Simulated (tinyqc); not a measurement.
Worked calculation: vacuum evaporation: vapour pressure, source flux, thickness distribution, purity and step coverage. Computed by tinyqc, a small Python program that keeps every step. Command: `OMP_NUM_THREADS=1 python tinyqc.py 3111306 3111307 out.jsonl evap walk`. One thread of a shared host (Intel(R) Xeon(R) Processor @ 2.30GHz), about 0.01 s of CPU time with the checks. Intermediate numbers are printed to about 5 digits and carried at full precision; extremes and crossings named in words are read from the listed rows.

Molecular flow, unit sticking of the metal, no re-evaporation. The background gas is taken as water vapour (18.015 g/mol, collision diameter 0.37 nm) at 300 K.

Inputs (values chosen for the exercise, modelled on indium, with constants for the liquid): molar mass M = 114.8 g/mol; film density rho = 7.31 g/cm^3; vapour-pressure constant A = 10.39; vapour-pressure constant B = 12280 K; source temperature T = 1220 K; source area = 0.15 cm^2; directionality n = 1; source-to-wafer distance h = 29 cm; wafer radius R = 5 cm; source offset from the axis s/h = 0.23; background pressure p = 0.0003 Pa; sticking of background gas = 0.9; aspect ratio of a trench = 1.7.

Constants: u = 1.6605390666e-27 kg; k_B = 1.380649e-23 J/K; R = 8.314462618 J/(mol K).

## Vapour pressure and flux

log10(p_v/Pa) = A - B/T; flux from the surface Phi = p_v/sqrt(2 pi m k_B T), m = M u. Mass loss = Phi x area x m; heat of evaporation = ln(10) R B; d ln Phi/dT = ln(10) B/T^2 - 1/(2 T).

vapour pressure p_v = 2.1107 Pa

flux Phi = 1.4860e+18 1/(cm^2 s)

mass loss = 0.15297 g/h

heat of evaporation = 235.10 kJ/mol

change of flux per kelvin = 1.8588 %/K

Holding the rate to 1 % needs the temperature to about 0.54 K.

## Rate and uniformity on a fixed wafer above the source

A small source emits (n + 1) Phi area cos^n(phi)/(2 pi) per solid angle; on a parallel plane at height h and lateral distance l the arrival rate is (n + 1) Phi area/(2 pi h^2) x (1 + (l/h)^2)^(-(n + 3)/2). Growth rate = arrival rate x m/rho, m = M u. The wafer is fixed and centred above the source.

arrival rate at the centre = 8.4365e+13 1/(cm^2 s)

growth rate at the centre = 0.022001 nm/s

edge over centre = 0.94310

non-uniformity (max - min)/(max + min) = 2.9285 %

share of the material that lands on the wafer, 1 - (1 + (R/h)^2)^(-(n + 1)/2) = 2.8868 %

## Offset source and rotation

Rotating wafer, source offset by s and facing upwards: thickness at radius r is the mean over the angle a of (1 + (r^2 + s^2 - 2 r s cos a)/h^2)^(-(n + 3)/2), by 360 equal steps; non-uniformity (max - min)/(max + min) over 21 radii from 0 to R.

centre thickness relative to an axial source = 0.90204

edge over centre, rotating = 0.95350

non-uniformity, rotating = 2.3801 %

## Choosing the offset

The curvature at the centre vanishes at s/h = sqrt(2/(n + 3)).

Against the offset:
```
s/h  centre thickness  edge over centre  non-uniformity (%)
0.0            1.0000            0.9431              2.9285
0.2            0.9246            0.9511              2.5053
0.4            0.7432            0.9701              1.5153
0.5            0.6400            0.9807              0.9764
0.6            0.5407            0.9904              0.4812
0.7            0.4504            0.9988              0.0591
0.8            0.3718            1.0056              0.2793
0.9            0.3052            1.0108              0.5362
1.1            0.2047            1.0171              0.8464
```

The best row, s/h = 0.7, has 0.059 % against 2.9 % on the axis, at the price of a rate lower by a factor 2.22; the small-wafer optimum is sqrt(2/(n + 3)) = 0.71.

## Scattering and purity

Mean free path lambda = k_B T_g/(sqrt2 pi d^2 p); unscattered share exp(-h/lambda); gas arrival p/sqrt(2 pi m_g k_B T_g); impurity ratio = sticking x gas arrival/metal arrival; monolayer time = 1e15 cm^-2/(sticking x gas arrival).

mean free path = 22.699 m

unscattered share = 0.98731

gas arrival rate = 1.0752e+15 1/(cm^2 s)

impurity ratio = 11.470

monolayer time = 1.0334 s

The gas that sticks amounts to more than a tenth of the metal, although few metal atoms scatter on the way: purity, not the free path, sets the vacuum needed. Caution: more gas than metal sticks, so a compound rather than a metal film would grow.

## A trench at the wafer edge

Fixed wafer, axial point source, trench running tangentially at r = R: the beam arrives at tan(a) = R/h. Shadowed share of the floor = aspect ratio x tan(a) (at most 1); the wall facing the source grows at tan(a) times the field rate, the other wall not at all.

angle a = 9.7824 degrees

shadowed share of the floor = 0.29310

wall over field thickness = 0.17241

Checks made by the program: share on the wafer by quadrature (relative difference 2e-09).
